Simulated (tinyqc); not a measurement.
Worked calculation: Hubbard chain of 2 sites. Computed by tinyqc, a small Python program that keeps every step. Settings: hopping = 1.1, U = 4.5, mixing = 0.2, iteration cap = 62. Command: `OMP_NUM_THREADS=1 python tinyqc.py 23138 23139 out.jsonl` (the two numbers bound the seeds that draw the settings). One thread of a shared host (Intel(R) Xeon(R) Processor @ 2.60GHz), about 0.2 s of CPU time with the checks. Later iterations appear only in the table of the cycle.

## Mean-field iteration 1

one-body matrix (hopping and site energies) (eV):
```
           1          2
1   0.780000  -1.100000
2  -1.100000  -0.700000
```

U = 4.500000 eV

electrons, up and down: 1  1

mixing = 0.200000

n(up) at the start (a guess, not normalised): 1 0.800000, 2 0.200000

n(down) at the start (a guess): 1 0.200000, 2 0.800000

H(up) = T + U n(down), H(down) = T + U n(up); fill the lowest levels; n(new) = n + mixing (n(out) - n); E = tr T (rho up + rho down) + U sum n_up n_down of the output.

levels, up (eV): 1.032184  3.547816

levels, down (eV): -0.071800  4.651800

energy = -0.405872 eV

n(up) after iteration 1: 1 0.788497, 2 0.211503

n(down) after iteration 1: 1 0.171508, 2 0.828492

## Mean-field iteration 2

As before.

levels, up (eV): 0.965251  3.614749

levels, down (eV): -0.026118  4.606118

energy = -0.448038 eV

n(up) after iteration 2: 1 0.786522, 2 0.213478

n(down) after iteration 2: 1 0.149204, 2 0.850796

## Convergence

Each step fills the lowest levels of T + U n(other spin) and sets n(new) = n + mixing (n(out) - n); stop when output and input agree to 1e-8.

Course of the cycle:
```
iteration       E (eV)  largest |n(out) - n(in)|  mean |n_up - n_down|
1          -0.40587247                  1.42e-01              0.684943
2          -0.44803821                  1.12e-01              0.718635
3          -0.47016900                  8.88e-02              0.742709
4          -0.48287028                  7.18e-02              0.760771
5          -0.49074798                  5.87e-02              0.774798
6          -0.49592163                  4.85e-02              0.785947
7          -0.49945160                  4.04e-02              0.794950
8          -0.50191896                  3.70e-02              0.802300
9          -0.50366958                  3.43e-02              0.808351
10         -0.50492326                  3.12e-02              0.813362
11         -0.50582634                  2.81e-02              0.817534
...                ...                       ...                   ...
52         -0.50821756                  5.89e-05              0.840075
53         -0.50821756                  5.03e-05              0.840080
54         -0.50821756                  4.30e-05              0.840084
55         -0.50821756                  3.68e-05              0.840088
56         -0.50821756                  3.14e-05              0.840091
57         -0.50821756                  2.69e-05              0.840094
58         -0.50821756                  2.30e-05              0.840096
59         -0.50821756                  1.96e-05              0.840098
60         -0.50821756                  1.68e-05              0.840099
61         -0.50821756                  1.43e-05              0.840101
62         -0.50821756                  1.23e-05              0.840102
```

Not converged within 62 iterations: the residual falls steadily but slowly, by a factor of about 0.85 a step. The lowest mean-field energy found from random starts is -0.50822 eV. Reruns (cap 100 unless said): mixing 0.5: converged in 39 (E = -0.50822); mixing 0.9: converged in 18 (E = -0.50822); the original settings with a cap of 400: converged in 108 (E = -0.50822).

## The many-body Hamiltonian

Basis: all placements (u, d, 2, 0 on each site), up operators ordered before down ones; hops carry the sign of the same-spin electrons passed.

H (eV):
```
           20         ud         du         02
20   6.060000  -1.100000  -1.100000   0.000000
ud  -1.100000   0.080000   0.000000  -1.100000
du  -1.100000   0.000000   0.080000  -1.100000
02   0.000000  -1.100000  -1.100000   3.100000
```

## Exact diagonalisation (4 states)

Lowest levels of the sector, and the double occupancy of the lowest state.

lowest levels (eV): -0.877293  0.080000  3.632017  6.485276

double occupancy per site = 0.084464
